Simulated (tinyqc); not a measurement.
What moves the results: interband optics of a two-band s-p chain from momentum matrix elements. A value that a table varies takes the place of the one given here.

H(k) = [[Es - 2 ts cos ka, 2i V sin ka], [-2i V sin ka, Ep_ + 2 tp cos ka]] in the basis s, p; the lower band is full, with two electrons a cell. The velocity operator times hbar is W = dH/dk (eV angstrom); intra-atomic dipoles are left out.

With w(k) = |<c|W|v>|^2 and D(k) = Ec - Ev, on the mesh k_j = (j + 1/2)/N (2 pi/a): eps(E) = 1 + (8 pi e2/(a Ar)) mean_j (w/D^2) [1/(D - E - i eta) + 1/(D + E + i eta)], e2 = e^2/(4 pi eps0); light polarised along the chains, no local fields.

Constants: e^2/(4 pi eps0) = 14.39964547 eV angstrom; hbar^2/2m0 = 3.80998211 eV angstrom^2.

Inputs chosen for the exercise:
- a = 2.35 angstrom (period)
- Es = 3.41 eV (upper orbital (s))
- Ep_ = -3.81 eV (lower orbital (p))
- ts = 0.22 eV (s-s hopping)
- tp = 0.65 eV (p-p hopping)
- V = 0.81 eV (s-p hopping)
- Ar = 10.8 angstrom^2 (cross-section per chain)
- eta = 0.1 eV (Lorentzian half width)
- E = 7.99 eV (photon energy)

## Joint density of states against eps2

Mesh of 2000 points. J(E) = mean of (eta/pi)/((E - D)^2 + eta^2). The fourth column is J times the constant (8 pi^2 e2/(a Ar)) mean(w/D^2). R = |(sqrt(eps) - 1)/(sqrt(eps) + 1)|^2.

Spectrum:

| E (eV) | J (1/eV) | eps2 | eps2 with constant element | eps1 | R |
|---|---|---|---|---|---|
| 4.88 | 0.014 | 0.202 | 0.089 | 2.836 | 0.066 |
| 5.31 | 0.074 | 1.317 | 0.455 | 4.668 | 0.146 |
| 5.73 | 0.241 | 3.641 | 1.491 | -0.175 | 0.276 |
| 6.16 | 0.174 | 1.374 | 1.078 | -0.297 | 0.235 |
| 6.58 | 0.158 | 0.580 | 0.980 | 0.113 | 0.146 |
| 7.01 | 0.159 | 0.222 | 0.981 | 0.547 | 0.026 |
| 7.43 | 0.170 | 0.109 | 1.053 | 0.967 | 0.001 |
| 7.86 | 0.198 | 0.198 | 1.227 | 1.428 | 0.010 |
| 8.28 | 0.261 | 0.627 | 1.612 | 1.971 | 0.038 |
| 8.71 | 0.466 | 2.436 | 2.884 | 2.463 | 0.129 |
| 9.13 | 0.161 | 1.095 | 0.994 | -1.716 | 0.583 |
| 9.56 | 0.027 | 0.159 | 0.166 | -0.249 | 0.619 |

How do the results move?

Transitions span 5.480 to 8.960 eV. Among the energies listed J peaks at 8.71 eV and eps2 at 5.73 eV. The ratio of eps2 to the constant-element value is 2.44 at 5.73 eV and 0.84 at 8.71 eV: w/D^2 is 0.483 angstrom^2 at the zone centre and 0.181 at the edge.

## Mesh against broadening

eps2 at E for three widths, and eps(0) at eta = 0; the last row is the mesh of 2000 points.

Convergence:

| N | eta = 0.03 eV | eta = 0.1 eV | eta = 0.3 eV | eps(0) |
|---|---|---|---|---|
| 4 | 0.050 | 0.165 | 0.444 | 1.4040 |
| 8 | 0.059 | 0.192 | 0.473 | 1.5849 |
| 16 | 0.078 | 0.236 | 0.483 | 1.5914 |
| 32 | 0.140 | 0.290 | 0.481 | 1.5914 |
| 64 | 0.303 | 0.284 | 0.480 | 1.5914 |
| 128 | 0.167 | 0.280 | 0.480 | 1.5914 |
| 2000 | 0.188 | 0.280 | 0.480 | 1.5914 |

What does this show, and why?

The first N from which eps2 stays within 2 % of the last row is above 128 for eta = 0.03, 64 for 0.1 and 8 for 0.3 eV; for eps(0) and 0.1 % it is 16. E lies inside the range of transitions, so as a rule the spacing of D between mesh points must fall below eta (less so where the weight w is small at E).

## Static constant against the gap

Es takes the values listed; mesh of 400 points; the Penn-type estimate is 1 + 8 pi c e2 n_eff/(a Ar Dm^2) with Dm the f-weighted mean of D, f = w/(c D), n_eff = 2 mean(f), c = hbar^2/2m0.

Results:

| Es (eV) | smallest D (eV) | Dm (eV) | n_eff | eps(0) | estimate |
|---|---|---|---|---|---|
| 3.11 | 5.180 | 6.992 | 0.524 | 1.677 | 1.583 |
| 3.41 | 5.480 | 7.289 | 0.504 | 1.591 | 1.516 |
| 3.91 | 5.980 | 7.786 | 0.474 | 1.479 | 1.425 |
| 4.41 | 6.480 | 8.282 | 0.447 | 1.393 | 1.354 |
| 5.41 | 7.480 | 9.277 | 0.401 | 1.275 | 1.253 |
| 6.41 | 8.480 | 10.272 | 0.364 | 1.200 | 1.187 |
| 8.41 | 10.480 | 12.264 | 0.306 | 1.116 | 1.111 |

What does this show, and why?

eps(0) - 1 falls from 0.677 to 0.116, as Dm^-3.14; a fixed n_eff would give the power -2, and n_eff goes from 0.524 to 0.306. The single-gap estimate is low by 13.9 % of eps(0) - 1 in the first row and 4.5 % in the last, since 1/D^2 favours the smallest separations. n_eff need not equal the 2 electrons of the cell: a two-orbital basis with chosen hoppings does not obey the free-electron sum rule.

## What moves the optical response

Mesh of 400 points; n_eff = 2 mean(w/(c D)), c = hbar^2/2m0. Each row changes one parameter from the base and keeps the others.

Results:

| case | smallest D (eV) | largest D (eV) | n_eff | eps(0) |
|---|---|---|---|---|
| base | 5.480 | 8.960 | 0.504 | 1.591 |
| a = 2.468 angstrom | 5.480 | 8.960 | 0.556 | 1.621 |
| Es = 3.71 eV | 5.780 | 9.260 | 0.486 | 1.520 |
| ts = 0.264 eV | 5.392 | 9.048 | 0.506 | 1.603 |
| V = 0.891 eV | 5.480 | 8.960 | 0.602 | 1.700 |
| Ar = 11.88 angstrom^2 | 5.480 | 8.960 | 0.504 | 1.538 |

What can be read from the table?

The largest shifts from the base row, up to three for each result and ties (the steps differ in size, so this ranks the rows, not the parameters). smallest D (eV): Es +0.300, ts -0.088; unchanged at the printed digits by a, V and Ar. largest D (eV): Es +0.300, ts +0.088; unchanged at the printed digits by a, V and Ar. n_eff: V +0.097, a +0.052, Es -0.019; unchanged at the printed digits by Ar. eps(0): V +0.109, Es -0.071, Ar -0.054.

(tinyqc, `OMP_NUM_THREADS=1 python tinyqc.py 1651745 1651746 out.jsonl`, Intel(R) Xeon(R) Processor @ 2.30GHz, 1 thread, shared host, about 0.01 s.)
